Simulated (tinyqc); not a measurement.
# Gap voltage and exponent from three temperatures

Inverse problem. At constant current VBE(T) = Vg0 - a T - eta (kB T/q) ln T, where a is a constant. Find Vg0, eta and dVBE/dT at the middle temperature.

Constants: q = 1.602176634e-19 C, kB = 1.380649e-23 J/K. Results are converted to the units shown.

T (K): [233, 273, 300]
VBE at a constant current (V): [0.7472672477, 0.6566420061, 0.5944227759]

Answer. The relation is linear in Vg0, a and eta, so three points give a linear system; the slope is (VBE - Vg0 - eta kB T/q)/T. eta rests on the curvature of VBE(T) alone, so real fits need accuracy of some tens of microvolts or better.

Vg0 = 1.197 V
eta = 3.600
dVBE/dT = -2.290 mV/K

tinyqc, about 0.03 s, one thread, Intel Xeon 2.30GHz (shared host): `OMP_NUM_THREADS=1 python tinyqc.py 2062189 2062190 out.jsonl`
